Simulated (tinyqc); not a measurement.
# Read current of a NAND string, cells in series solved by shooting: two studies

Cells in series, numbered from 0 at the source line (0 V) to the bit line, each followed by a gap resistance Rg. A cell with gate Vg, threshold VT, source Vs and drain Vd passes I = 2 nf K Vt^2 [F(Vs) - F(Vd)]/(1 + th max(Vg - VT, 0)), F(V) = ln^2(1 + exp((Vg - VT - nf V)/(2 nf Vt))). The selected cell has Vg = Vr, the others Vg = Vp.

Parameters, values chosen for the exercise; values of the order met in vertical NAND strings:
- T = 300 K (temperature)
- K = 24 uA/V^2 (gain factor of a cell)
- nf = 2.4 (slope factor)
- th = 0.17 1/V (mobility reduction factor)
- Rg = 2.7 kohm (resistance of the gap between cells)
- Vbl = 0.3 V (bit-line voltage)
- Vp = 7.6 V (pass voltage)
- Ve = -1.4 V (threshold of an erased cell)
- Vh = 4.4 V (threshold of the highest state)
- Vx = 1.2 V (threshold of the selected cell)
- Is = 20 nA (sensing current)
- Vr = 2.51 V (read voltage on the selected word line)

Constants: q = 1.602176634e-19 C, kB = 1.380649e-23 J/K, Vt = kB T/q. Results are converted to the units shown.

Each table varies one quantity; the others keep the values above.

## Read current against the number of cells

For a trial current I start at 0 V and, cell by cell, solve for the drain: sqrt(F(Vd)) = sqrt(F(Vs) - I/k), k = 2 nf K Vt^2/(1 + th max(Vg - VT, 0)), Vd = [Vg - VT - 2 nf Vt ln(exp(sqrt F) - 1)]/nf, then add I Rg. The string current is the I for which the last node reaches Vbl. The apparent threshold is the Vr at which I = Is. Background: all other cells erased (VT = Ve) or all in the highest state (VT = Vh); ratio and shift are high over erased and high minus erased. The selected cell is in the middle, cell n/2.

Read current against the number of cells:
```
n	I, others erased (uA)	I, others high (uA)	ratio	apparent VT, erased (V)	apparent VT, high (V)	background shift (mV)
8	1.855	1.281	0.6904	1.152	1.154	1.613
16	1.070	0.6873	0.6422	1.155	1.158	3.231
32	0.5788	0.3563	0.6156	1.160	1.167	6.482
64	0.3015	0.1814	0.6018	1.171	1.185	13.04
96	0.2038	0.1217	0.5971	1.183	1.202	19.70
128	0.1540	0.09155	0.5947	1.194	1.220	26.66
192	0.1034	0.06122	0.5923	1.216	1.257	40.62
```

Read the table: what changes, and by how much?

With erased neighbours the current falls from 1.85 to 0.103 uA, as n^(-0.79) between the first two rows and n^(-0.98) between the last two (-1 once the series resistance rules). The ratio falls from 0.690 to 0.592 and the background shift rises from 1.61 to 40.6 mV.

## Effect of the pass voltage

Same model as above.

The string has 128 cells and the selected one is cell 64.

Effect of the pass voltage:
```
Vp (V)	I, others erased (uA)	I, others high (uA)	ratio	apparent VT, erased (V)	apparent VT, high (V)	background shift (mV)
5.5	0.1391	0.03352	0.2411	1.198	1.310	111.5
6	0.1431	0.05141	0.3592	1.197	1.264	67.31
6.5	0.1468	0.06623	0.4512	1.196	1.243	47.12
7	0.1502	0.07880	0.5246	1.195	1.230	35.43
7.5	0.1534	0.08958	0.5841	1.194	1.222	27.86
8	0.1563	0.09893	0.6331	1.193	1.216	22.61
8.5	0.1590	0.1071	0.6739	1.192	1.211	18.77
```

As Vp goes from 5.5 to 8.5 V, the current with erased neighbours rises from 0.139 to 0.159 uA, that with high neighbours rises from 0.0335 to 0.107 uA and the ratio rises from 0.241 to 0.674. The background shift falls from 112 to 18.8 mV. A higher pass voltage also disturbs erased cells more, which this model leaves out.

Program tinyqc, `OMP_NUM_THREADS=1 python tinyqc.py 2142144 2142145 out.jsonl`; Intel Xeon 2.30GHz, shared host, one thread, about 0.8 s.
